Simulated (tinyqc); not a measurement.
Worked calculation: lattice vibrations of a chain. One step of it, computed by the program tinyqc.

Task: Dynamical matrix at q = 0.34. q is in units of 2 pi/a. A spring k from atom i to atom j, n cells on, adds k to Phi_ii and Phi_jj, -k exp(2 pi i q n) to Phi_ij and the conjugate to Phi_ji (for one atom a cell: 2k (1 - cos 2 pi q n)); D_ij = Phi_ij / sqrt(m_i m_j).

A chain moving along its axis:
```
atom                mass (u)  spring to the next atom (eV/angstrom^2)
1                  56.500000                                12.600000
2                  79.900000                                29.400000
second neighbours          -                                 0.500000
```

Give: D(q).

Result:

D(q) (eV/(angstrom^2 u)):
```
              1             2
1         0.771  0.047+0.369i
2  0.047-0.369i         0.545
```
